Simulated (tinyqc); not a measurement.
Against doping: dopants and charged point defects at anneal temperature: Fermi-level effect, clustering and pairing. Computed by tinyqc, a small Python program. Command: `OMP_NUM_THREADS=1 python tinyqc.py 3026564 3026565 out.jsonl pairing walk`. One thread of a shared host (Intel(R) Xeon(R) Processor @ 2.30GHz), about 0.02 s of CPU time with the checks.

Boltzmann statistics and full ionisation of active dopants. Energies are counted from the valence band; the defect (a vacancy or self-interstitial) has five charge states, with all degeneracy factors one.

Inputs (values chosen for the exercise, with bands modelled on InP):
```
quantity                                         value   unit
gap at 0 K E_g0                                   1.43     eV
Varshni alpha                                 0.000369   eV/K
Varshni beta                                       165      K
electron mass m_e                                0.081    m_0
valleys M_c                                          1      -
hole mass m_h                                    0.617    m_0
anneal temperature T                               880      K
total dopant density N                         1.6e+20  cm^-3
formation enthalpy of the neutral defect H_f       2.6     eV
formation entropy S_f                              2.5    k_B
site density N_s                               4.3e+22  cm^-3
dopant atoms per cluster k                           3      -
cluster binding energy E_b                        1.53     eV
```

Dopant: acceptor. Second part: clustering of the dopant.

defect levels as fractions of E_g(T): (2+/+), (+/0), (0/-), (-/2-): 0.17  0.11  0.61  0.87

Constants: m_0 = 9.1093837015e-31 kg; k_B = 1.380649e-23 J/K; h = 6.62607015e-34 J s; k_B = 8.617333262e-05 eV/K.

Method:
- E_g = E_g0 - alpha T^2/(T + beta).
- N_c = 2 M_c (2 pi m_e k_B T/h^2)^(3/2) and N_v = 2 (2 pi m_h k_B T/h^2)^(3/2), masses in units of m_0.
- n_i = sqrt(N_c N_v) exp(-E_g/2 k_B T); E_i = E_g/2 + (k_B T/2) ln(N_v/N_c).
- p = A/2 + sqrt(A^2/4 + n_i^2) for an active density A.
- k ionised dopants and k carriers form one neutral cluster: C = N_s (A/N_s)^k (p/N_b)^k exp(E_b/k_B T), N_b the effective density of states of the majority band, and N = A + k C (60 bisections in ln A between ln N - 90 and ln N).
- chi = n/n_i (for acceptors n_i/p); E_F = E_i + k_B T ln chi; field enhancement h = 1 + A/sqrt(A^2 + 4 n_i^2).
- C_0 = N_s exp(S_f/k_B) exp(-H_f/k_B T). Ratios to the neutral state at E_F = E_i: r_+ = exp((E(+/0) - E_i)/k_B T), r_2+ = r_+ exp((E(2+/+) - E_i)/k_B T), r_- = exp((E_i - E(0/-))/k_B T), r_2- = r_- exp((E_i - E(-/2-))/k_B T); at other E_F state q scales as chi^(-q). The enhancement is sum r_q chi^(-q)/sum r_q. The charge on the defects is left out of neutrality.
- chi = n/n_i; h = 1 + A/sqrt(A^2 + 4 n_i^2); the dopant diffusivity over its intrinsic value is D/D_i = enhancement x h x A/N, if every charge state carries the dopant equally well.

E_g = 1.15655 eV

k_B T = 0.0758325 eV

n_i = 6.49972e+15 cm^-3

E_i = 0.693755 eV

effective density of states N_b of the majority band = 6.11001e+19 cm^-3

neutral defects C_0 = 6.74452e+08 cm^-3

Charge states:
```
state      ratio r  intrinsic (cm^-3)  doped (cm^-3)
2+     8.09676e-07        5.46088e+02    4.20785e+09
+      5.69440e-04        3.84060e+05    1.06610e+09
0      1.00000e+00        6.74452e+08    6.74452e+08
-      8.56554e-01        5.77704e+08    2.08117e+05
2-     1.39115e-02        9.38265e+06    1.21767e+00
```

Trend at the anneal temperature:
```
N (cm^-3)  active A (cm^-3)         chi  defect enhancement  mean charge   D/D_i
1.90e+14         1.9000e+14  9.8549e-01              0.9931  -4.6850e-01  1.0077
1.20e+15         1.2000e+15  9.1194e-01              0.9585  -4.4813e-01  1.0466
7.00e+15         7.0000e+15  5.9728e-01              0.8111  -3.4304e-01  1.1956
4.20e+16         4.2000e+16  1.5122e-01              0.6059  -1.1143e-01  1.1847
2.50e+17         2.5000e+17  2.5981e-02              0.5587   1.9544e-03  1.1167
1.50e+18         1.5000e+18  4.3332e-03              0.6297   1.8158e-01  1.2594
8.90e+18         7.8998e+18  8.2277e-04              1.5440   1.0674e+00  2.7409
5.30e+19         1.4515e+19  4.4779e-04              3.3724   1.4813e+00  1.8472
3.20e+20         2.0434e+19  3.1809e-04              5.7684   1.6487e+00  0.7367
```

What follows from these numbers?

Well below n_i = 6.50e15 cm^-3 chi and the enhancement are near 1. At any doping d ln(enhancement)/d ln chi equals minus the mean charge, which goes from -0.47 to +1.65 over the rows. The defect density first falls, because doping removes the states with the sign of the ionised dopant before it feeds the opposite ones. Clustering bends A over: its exponent in N falls to 0.19, towards 1/(2k) = 0.167, and D/D_i peaks at N = 8.9e18 cm^-3.

Extremes, crossings and ranges named in words are read from the listed rows.
